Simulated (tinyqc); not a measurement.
# Worked calculation: current crowding under a contact, resistor ladder against the transmission-line model

Program tinyqc, `OMP_NUM_THREADS=1 python tinyqc.py 2760139 2760140 out.jsonl`; Intel Xeon 2.30GHz, shared host, one thread, about 0.01 s. Printed values are rounded.

A metal contact of length d and width W on a thin layer of the same width. The metal has no resistance, the sheet resistance under it equals Rsh, and current enters the layer at the front edge x = 0.

Parameters, values chosen for the exercise:
```
symbol   value      unit                                      meaning
Rsh        140    ohm/sq  sheet resistance of the semiconductor layer
rc      1.7e-7  ohm cm^2                 specific contact resistivity
d         0.34        um                               contact length
W          2.7        um                                contact width
n            9                                                  cells
I          0.1        mA                                      current
```

## Conductances of the ladder

Cut the contact into n cells of length hc = d/n. Neighbouring cell centres are joined by a = W/(Rsh hc), each centre joins the metal (0 V) by g = W hc/rc, and I enters cell 1 through half a cell: -a v_(i-1) + b_i v_i - a v_(i+1) = I for i = 1 and 0 otherwise, b_i = g + 2 a (g + a at both ends). Rc = v_1/I + 1/(2 a).

a = 0.5105042 S
g = 0.006 S
b_i, cell 1 to 9 (S): [0.5165042, 1.027008, 1.027008, 1.027008, 1.027008, 1.027008, 1.027008, 1.027008, 0.5165042]

## Voltages and the share of the current

Cut the contact into n cells of length hc = d/n. Neighbouring cell centres are joined by a = W/(Rsh hc), each centre joins the metal (0 V) by g = W hc/rc, and I enters cell 1 through half a cell: -a v_(i-1) + b_i v_i - a v_(i+1) = I for i = 1 and 0 otherwise, b_i = g + 2 a (g + a at both ends). Rc = v_1/I + 1/(2 a). Cell i passes g v_i to the metal.

```
cell  v_i (mV)  share of the current (%)
1     2.311553                  13.86932
2     2.142837                  12.85702
3     1.999305                  11.99583
4     1.879271                  11.27562
5     1.781324                  10.68794
6     1.704313                  10.22588
7     1.647334                   9.88400
8     1.609715                   9.65829
9     1.591016                   9.54609
```

Rc of the ladder = 24.09496 ohm

The first cell passes 13.9 % of the current and the last 9.55 %; an even spread would give 11.1 % each.

## The transmission-line result

Transfer length Lt = sqrt(rc/Rsh); front resistance Rc = (Rsh Lt/W) coth(d/Lt); end resistance Re = (Rsh Lt/W)/sinh(d/Lt). v(x) = I (Rsh Lt/W) cosh((d - x)/Lt)/sinh(d/Lt) at the cell centres x = (i - 1/2) d/n.

Lt = 0.3484660 um
Rc = 24.05298 ohm
Re = 15.87674 ohm
v(x), cell 1 to 9 (mV): [2.310842, 2.142047, 1.998453, 1.878370, 1.780385, 1.703345, 1.646345, 1.608713, 1.590008]

The ladder's Rc is 0.17 % above this value, with cells 0.11 Lt long.
